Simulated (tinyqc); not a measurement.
# Worked calculation: small-signal admittance of a forward-biased p+-n diode

Numbers from tinyqc (`OMP_NUM_THREADS=1 python tinyqc.py 2890136 2890137 out.jsonl`; about 0.01 s on one thread of a shared Intel Xeon 2.30GHz). Printed values are rounded.

Holes injected into a neutral base of width wb with an ohmic contact at its end; low injection, p0 far above the equilibrium density. A small voltage v exp(i w t), w = 2 pi f, modulates the edge density by p0 v/Vt, and the small-signal density obeys Dp d2p/dx2 = (1/tau + i w) p.

Values chosen for this exercise; permittivity close to that of silicon: temperature T = 275 K; relative permittivity eps_r = 11.7; donor density of the base Nd = 1.8e16 cm^-3; hole diffusion coefficient Dp = 5.3 cm^2/s; hole lifetime tau = 4e-7 s; width of the neutral base wb = 2 um; excess hole density at the junction edge p0 = 4.1e13 cm^-3; acceptor density of the p+ side Na = 5e19 cm^-3; signal frequency f = 2e6 Hz.

Constants: q = 1.602176634e-19 C, kB = 1.380649e-23 J/K, Vt = kB T/q, eps0 = 8.8541878128e-14 F/cm where lengths are in cm. Results are converted to the units shown.

## Closed-form admittance

L = sqrt(Dp tau); direct current J = (q Dp p0/L) coth(wb/L); k = sqrt(1 + i w tau)/L; diffusion admittance Y = (q Dp p0/Vt) k coth(k wb) = G + i w C_diff; junction capacitance C_j = sqrt(q eps0 eps_r Nd/(2 Vr)) in the depletion approximation, with the remaining barrier Vr = Vt ln(Na/p0), a rough value under forward bias; base-width modulation is left out.

L = 14.5602 um
J = 0.175170 A/cm^2
k wb = 0.240382+0.197270i
Y = 7.39332+0.23163i S/cm^2
C_diff = 0.0184324 uF/cm^2
C_j = 0.0670672 uF/cm^2

G is 1.00 times its low-frequency value J/Vt, and C_diff is 0.275 times C_j.

## The same by finite differences

9 equal intervals, h = wb/9; u = small-signal density over its edge value, u_0 = 1, u_9 = 0; u_(i-1) + b u_i + u_(i+1) = 0 with b = -2 - h^2 (1/tau + i w)/Dp; Y = (q Dp p0/(Vt h)) (-b/2 - u_1), which includes the half box at the edge.

b = -2.00023-0.00117i
u, node 1 to 8: 0.888281-0.002940i  0.776773-0.004841i  0.665451-0.005833i  0.554292-0.006047i  0.443268-0.005614i  0.332354-0.004663i  0.221523-0.003324i  0.110748-0.001727i
Y on the mesh = 7.39359+0.23307i S/cm^2

Against the closed form the real part is within 0.01 % of it and the imaginary part 0.62 % above it; |k h| = 0.035.
